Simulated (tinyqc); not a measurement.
## Single-junction solar cell, detailed-balance limit: effect of the band gap

Every photon above the gap Eg makes one pair and none below is absorbed; carriers thermalise at T and move without loss. Jsc = q fs X Phi(Eg, Ts); the dark current is J0 = q ge Phi(Eg, T)/ERE with the Boltzmann factor exp(V/Vt). The efficiency is the electrical power over fs X sigma Ts^4.

Photon flux above E from a black body at temperature T into a hemisphere: Phi(E, T) = A sum_k exp(-k E/th)[E^2 th/k + 2 E th^2/k^2 + 2 th^3/k^3], k = 1, 2, ..., with th = kB T/q in eV and A = 2 pi q^3/(h^3 c^2). J(V) = Jsc - J0 (exp(V/Vt) - 1); Voc = Vt ln(1 + Jsc/J0); at maximum power v = Vmp/Vt solves (1 + v) exp(v) = 1 + Jsc/J0. Pin = fs X sigma Ts^4, sigma = 2 pi^5 kB^4/(15 h^3 c^2). FF = Vmp Jmp/(Voc Jsc).

Parameters, values chosen for the exercise: cell temperature T = 300 K; temperature of the black-body sun Ts = 4500 K; share of the hemisphere filled by the sun fs = 2.16e-5; concentration X = 1; external radiative efficiency ERE = 0.001; number of faces that emit ge = 2.

Constants: q = 1.602176634e-19 C, kB = 1.380649e-23 J/K, h = 6.62607015e-34 J s, c = 299792458 m/s, Vt = kB T/q. Results are converted to the units shown.

Effect of the band gap:

| Eg (eV) | Jsc (mA/cm^2) | Voc (V) | Eg/q - Voc (V) | FF | efficiency (%) |
|---|---|---|---|---|---|
| 0.8 | 27.50 | 0.3650 | 0.4350 | 0.7554 | 15.09 |
| 1.1 | 18.78 | 0.6391 | 0.4609 | 0.8352 | 19.96 |
| 1.4 | 12.13 | 0.9156 | 0.4844 | 0.8740 | 19.33 |
| 1.7 | 7.499 | 1.193 | 0.5067 | 0.8972 | 15.99 |
| 2 | 4.478 | 1.472 | 0.5283 | 0.9127 | 11.98 |
| 2.3 | 2.600 | 1.750 | 0.5495 | 0.9239 | 8.373 |
| 2.6 | 1.476 | 2.030 | 0.5704 | 0.9324 | 5.560 |
| 2.9 | 0.8217 | 2.309 | 0.5912 | 0.9391 | 3.547 |

As Eg goes from 0.8 to 2.9 eV, Jsc falls from 27.5 to 0.822 mA/cm^2, Voc rises from 0.365 to 2.31 V and the efficiency goes from 15.1 through a maximum of 20.0 (at Eg = 1.1 eV among the rows listed) to 3.55 %. A wider gap raises the voltage and loses photons, hence the maximum.

Computed by the program tinyqc: `OMP_NUM_THREADS=1 python tinyqc.py 2820019 2820020 out.jsonl`, one thread of a shared Intel Xeon 2.30GHz, about 0.01 s for the whole run.
